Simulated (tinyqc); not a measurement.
Worked calculation: tight binding, dimerised chain. One step of it, computed by the program tinyqc.

Question. Levels at k. Diagonalise the Hermitian matrix.

H(k) at k (eV):
```
                     A                    B
A             0.980000  -1.701223+0.038930i
B  -1.701223-0.038930i            -0.980000
```

Give: eigenvalues; weights |c|^2 of the basis functions.

Answer.

eigenvalues (eV): -1.9637  1.9637

weights |c|^2 of the basis functions:
```
   band 1  band 2
A  0.2505  0.7495
B  0.7495  0.2505
```
